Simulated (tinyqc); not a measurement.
## Tunnelling through a gate dielectric, WKB transmission and Tsu-Esaki current: effect of temperature

Electrons leave the emitter at x = 0. Energies E (motion across the layers) are in eV from the emitter Fermi level; the collector Fermi level lies at -V and offers states at every E. No charge in the dielectric and no image force: F1 = V/t1, U = phi1 - F1 x. With C = hbar^2/(2 m0), kappa = sqrt(m (U - E)/C) where U > E and 0 elsewhere; T(E) = exp(-S), S = 2 times the integral of kappa over x.

Each layer adds (2/F) sqrt(m/C) [G(u at its left edge) - G(u at its right edge)] to S, with u = U - E (0 where negative) and G(u) = (2/3) u^1.5. J = J0 times the integral of T(E) N(E) dE, N = ln[(1 + exp(-E/Vt))/(1 + exp((-E - V)/Vt))], J0 = q^2 me m0 kB T/(2 pi^2 hbar^3) (times 1e-4 for A/cm^2 per eV), from E = -Ef to far above the barrier (T = 1 there), by quadrature converged to the digits shown. The share over the barrier is that of energies above the highest band edge; 0 means below 1e-6 %.

Parameters, values chosen for the exercise; dielectric values close to those of aluminium oxide:
```
symbol,value,unit,meaning
Ef,0.35,eV,Fermi energy of the emitter above its band bottom
me,1,m0,emitter mass in the supply function
phi1,2.59,eV,barrier of layer 1 above the emitter Fermi level at zero bias
m1,0.4,m0,tunnelling mass of layer 1
t1,3.3,nm,thickness of layer 1
V,0.5,V,voltage across the dielectric
```

Constants: q = 1.602176634e-19 C, kB = 1.380649e-23 J/K, hbar = 1.054571817e-34 J s, m0 = 9.1093837015e-31 kg, Vt = kB T/q, hbar^2/(2 m0) = 0.0380998212 eV nm^2. Results are converted to the units shown.

Effect of temperature:

| T (K) | J (A/cm^2) | mean E of the current (eV) | share over the barrier (%) |
|---|---|---|---|
| 50 | 1.509e-6 | -0.1820 | 0 |
| 100 | 1.518e-6 | -0.1809 | 0 |
| 200 | 1.556e-6 | -0.1763 | 0 |
| 300 | 1.622e-6 | -0.1685 | 0 |
| 400 | 1.720e-6 | -0.1571 | 0 |
| 500 | 1.854e-6 | -0.1417 | 0 |
| 600 | 2.035e-6 | -0.1214 | 0 |
| 750 | 2.432e-6 | -0.07535 | 0.0110 |

Between 50 and 300 K the current changes by a factor of 1.08, and between 300 and 750 K by 1.50; the mean energy of the current rises from -0.182 to -0.0753 eV. The transmission grows by a factor e over d = 0.143 eV near E = 0, equal to kB T/q at 1660 K: far below that temperature the thermal tail adds little.

Computed by the program tinyqc: `OMP_NUM_THREADS=1 python tinyqc.py 2540024 2540025 out.jsonl`, one thread of a shared Intel Xeon 2.30GHz, about 0.01 s for the whole run.
